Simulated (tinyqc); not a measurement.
Inside a calculation. Model: grain-boundary trapping model (Seto) of a polycrystalline semiconductor film. Computed by tinyqc, a small Python program that keeps every step. Command: `OMP_NUM_THREADS=1 python tinyqc.py 3008590 3008591 out.jsonl poly walk`. One thread of a shared host (Intel(R) Xeon(R) Processor @ 2.30GHz), about 0.01 s of CPU time with the checks. Intermediate numbers are printed to about 6 digits and carried at full precision; extremes and crossings named in words are read from the listed rows.

Grains of equal size L are joined by thin boundaries with one trap level. Trapped carriers deplete a width W on each side and raise a barrier, crossed by thermionic emission. Dopants are fully ionised, statistics are non-degenerate and mu_g does not depend on T.

Inputs (values chosen for the exercise, modelled on polycrystalline germanium):

| quantity | value | unit |
|---|---|---|
| permittivity eps | 16 | - |
| effective mass m | 0.18 | m_0 |
| effective density of states at 300 K, N_c | 6e+18 | 1/cm^3 |
| grain size L | 170 | nm |
| trap density Q_t | 1.6e+12 | 1/cm^2 |
| trap level E_t below the band edge | 0.24 | eV |
| doping N | 1.1e+18 | 1/cm^3 |
| mobility inside the grains mu_g | 560 | cm^2/(V s) |
| temperature T | 300 | K |

Grain interior: resistance included.

Constants: e = 1.602176634e-19 C; eps_0 = 8.8541878128e-12 F/m; k_B = 8.617333262e-05 eV/K; m_0 = 9.1093837015e-31 kg; k_B = 1.380649e-23 J/K.

## Critical doping

If all traps fill, the grain is just depleted at N* = Q_t/L, with the barrier e Q_t L/(8 eps eps_0).

N* = 9.41176e+16 1/cm^3

barrier at N* with all traps filled = 0.384521 V

The traps stay filled only while e V_B is below E_t - k_B T ln(N_c(T)/N*) = 0.133 eV. The barrier above exceeds that or lies within 2 k_B T of it, so band bending brings the traps close to or above E_F before all fill, and the real maximum is lower.

## Barrier

N_c(T) = N_c (T/300 K)^(3/2). Filled traps Q = Q_t/(1 + (1/2) exp((E_t* - E_F)/k_B T)), where E_t* = e V_B - E_t and E_F are counted from the band edge at the grain centre. Partial depletion: Q = 2 N W, V_B = e N W^2/(2 eps eps_0), E_F = k_B T ln(N/N_c); solve for W. If that W would exceed L/2 the grain is fully depleted: W = L/2, Q = N L, and E_F follows from the trap equation. Centre density n_0 = N_c exp(E_F/k_B T).

depletion width W = 7.26617 nm

barrier V_B = 0.0328409 V

E_F = -0.0438566 eV

centre density n_0 = 1.10e+18 1/cm^3

The grain is partly depleted; 99.9 % of the traps are filled, and they hold 8.5 % of the carriers. Caution: E_F is within 2 k_B T of the band edge, so non-degenerate statistics fail, and tunnelling through so thin a barrier adds to the current. Caution: e V_B is below 2 k_B T, where the depletion approximation fails and the mean density does not balance the trapped charge.

## Resistivity and effective mobility

Boundary: sigma_b = L e^2 n_0 exp(-e V_B/k_B T)/sqrt(2 pi m k_B T); drift through the grain, depleted parts included: rho_g = [(1 - 2W/L) + (2W/L) int_0^1 exp(y^2 s^2) ds]/(e n_0 mu_g); rho = 1/sigma_b + rho_g. Mean carrier density n_av = n_0 [(1 - 2W/L) + (2W/L) (sqrt(pi)/2) erf(y)/y], y = sqrt(e V_B/k_B T); effective mobility 1/(e n_av rho).

boundary resistivity = 0.00484745 ohm cm

drift resistivity rho_g = 0.0106942 ohm cm

resistivity rho = 0.0155417 ohm cm

mean carrier density = 1.07170e+18 1/cm^3

effective mobility = 374.730 cm^2/(V s)

A single crystal with the same N and mu_g would have 0.0101 ohm cm, a factor 1.53 lower.

## Activation energy

E_a = d ln(rho)/d(1/k_B T) from T - 5 K and T + 5 K; temperature coefficient d ln(rho)/dT.

activation energy E_a = 0.00779904 eV

temperature coefficient = -0.100588 %/K

With a fixed barrier the boundary term gives E_a = e V_B - k_B T/2 = 0.0199 eV, the second term coming from the thermal velocity in the prefactor.

## Against the doping

The formulas are those given above.

The same film:

| N (1/cm^3) | W (nm) | V_B (V) | mean density (1/cm^3) | mobility (cm^2/(V s)) | rho (ohm cm) |
|---|---|---|---|---|---|
| 2.80e+15 | 85.0000 | 0.011440 | 1.15795e+13 | 466.877 | 1.15451e+03 |
| 9.40e+15 | 85.0000 | 0.038404 | 9.09386e+13 | 348.211 | 1.97105e+02 |
| 2.40e+16 | 85.0000 | 0.098053 | 1.91602e+15 | 94.635 | 3.44221e+01 |
| 4.70e+16 | 72.6278 | 0.140189 | 2.21092e+16 | 23.377 | 1.20762e+01 |
| 7.50e+16 | 57.5628 | 0.140526 | 4.34967e+16 | 20.352 | 7.05046e+00 |
| 1.10e+17 | 47.2095 | 0.138632 | 7.22617e+16 | 20.438 | 4.22617e+00 |
| 1.90e+17 | 34.6459 | 0.128964 | 1.43236e+17 | 27.273 | 1.59775e+00 |
| 3.80e+17 | 20.5485 | 0.090731 | 3.31242e+17 | 96.331 | 1.95603e-01 |
| 9.40e+17 | 8.4995 | 0.038400 | 9.08559e+17 | 345.796 | 1.98663e-02 |
| 3.80e+18 | 2.1050 | 0.009522 | 3.78962e+18 | 468.913 | 3.51238e-03 |

The barrier peaks among these rows at N = 7.5e16 (0.141 V) and the mobility has its minimum at 7.5e16; N* is 9.4e16. While the grain is fully depleted (W = L/2) V_B grows as N; once all traps are filled it falls as 1/N (last exponent -1.00). From 4.7e16 to 1.9e17 it is pinned, because the trap level has met E_F and the traps fill only in part. Partly depleted rows (W < L/2) with e V_B below 2 k_B T stretch the depletion approximation. Where N approaches N_c the non-degenerate statistics fail. rho drops most steeply, as N^-3.0, between 1.9e17 and 3.8e17.

Checks made by the program: charge in the traps against the depleted charge (relative difference below 1e-10).
